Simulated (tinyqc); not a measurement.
Strain dependence: valley-orbit splitting of a donor ground state, with strain. Computed by tinyqc, a small Python program. Command: `OMP_NUM_THREADS=1 python tinyqc.py 3001605 3001606 out.jsonl valleyorbit walk`. One thread of a shared host (Intel(R) Xeon(R) Processor @ 2.30GHz), about 0.01 s of CPU time with the checks.

The basis is the 1s envelope in each valley; energies are counted from the unstrained conduction-band edge. The strain is e_s (a a^T - 1/3) for the unit stress axis a, so valley j along n_j moves by Xi_u e_s w_j with w_j = (n_j.a)^2 - 1/3: +2/3 for [111], -2/9 for the others.

Inputs (values chosen for the exercise, for a model many-valley semiconductor): single-valley binding energy E_0 = 10.3 meV; central-cell shift Lambda = 0.16 meV; coupling Delta_1 = 0.22 meV; shear deformation potential Xi_u = 16.3 eV; shear strain e_s = 0.00016.

Valleys: four along <111>. Stress axis: [111].

Method:
- By symmetry: E(A1) = E_0 + Lambda + 3 Delta_1 (one state), E(T2) = E_0 + Lambda - Delta_1 (three), as binding energies.
- H_jj = -(E_0 + Lambda) + Xi_u e_s w_j; H_jk = -Delta_1 between any two valleys.
- The contact hyperfine ratio is A/A_0 = (sum_j c_j)^2/(number of valleys), c_j the valley amplitudes of the ground state; binding from the lowest valley edge.

E(A1) = 11.12 meV

Against strain:
```
e_s        Xi_u e_s (w_max - w_min) (meV)  binding (meV)  gap to next level (meV)    A/A_0
-0.001300                         -18.836         10.468                   18.411  0.26814
-0.000480                          -6.955         10.482                    6.559  0.30201
-0.000160                          -2.318         10.534                    2.027  0.43115
-0.000048                          -0.695         10.734                    0.804  0.83110
0.000048                            0.695         11.016                    0.776  0.94889
0.000160                            2.318         10.952                    0.712  0.85629
0.000480                            6.955         10.920                    0.680  0.79307
0.001300                           18.836         10.908                    0.668  0.76691
```

A/A_0 falls for either sign of strain, to 0.268 and 0.767 at the ends; its limits are the shares of the valleys that end up lowest, 1/4 under compression and 3/4 under tension. Near zero strain A/A_0 changes in second order, the binding in first. The binding energy drops from 11.12 meV to 10.47 and 10.91 meV, since fewer valleys share the valley-orbit gain.

Extremes, crossings and ranges named in words are read from the listed rows.
